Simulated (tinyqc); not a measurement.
Potential-pH (Pourbaix) lines of a metal, its cation, its oxide and an oxyanion, with a complexing ligand: one step, computed by the program tinyqc. Command: `OMP_NUM_THREADS=1 python tinyqc.py 3019240 3019241 out.jsonl pourb walk`. One thread of a shared host (Intel(R) Xeon(R) Processor @ 2.30GHz), about 0.02 s of CPU time with the checks.

Potentials are against the standard hydrogen electrode; solids and water have unit activity; dG_f of M, H+ and the electron is zero; F = e N_A and s = R T ln(10)/F. The cation carries z = 2.

Question. The stable species at (pH, E). M2+ + 2e = M; MO + 2H+ + 2e = M + H2O; MO2(2-) + 4H+ + 2e = M + 2H2O. For each, E0 = -dG/(z F), and E = E0 + (s/z) log10 a - (s n_H/z) pH, with no activity term for the oxide. The metal is stable below the lowest of the three lines; above it, the species of the lowest line is stable. Water lines at 1 bar: hydrogen E = -s pH, oxygen E = -dG_f(water)/(2F) - s pH.

Inputs (values chosen for the exercise, for a model metal): dG_f of water = -237.14 kJ/mol; temperature T = 298.15 K; log10 of the dissolved activity a = -4; pH = 1.4; potential E = 0.36 V.

Species: M, M2+, MO, MO2(2-).

E0 (V): cation -0.8472790, oxide -0.5294069, oxyanion 0.2987501

s = 0.05915935 V

Constants: e = 1.602176634e-19 C; N_A = 6.02214076e+23 1/mol.

Give: lines at this pH; upper limit of immunity; hydrogen line; oxygen line; E above the limit of immunity.

Answer.

lines at this pH (V): cation -0.96560, oxide -0.61223, oxyanion 0.01479

upper limit of immunity = -0.96560 V

hydrogen line = -0.082823 V

oxygen line = 1.1461 V

E above the limit of immunity = 1.3256 V

Stable here: the cation (corrosion). Water itself can oxidise the metal at this pH. Caution: other oxidation states, hydroxides and hydrides are left out, and the lines say nothing of rates.
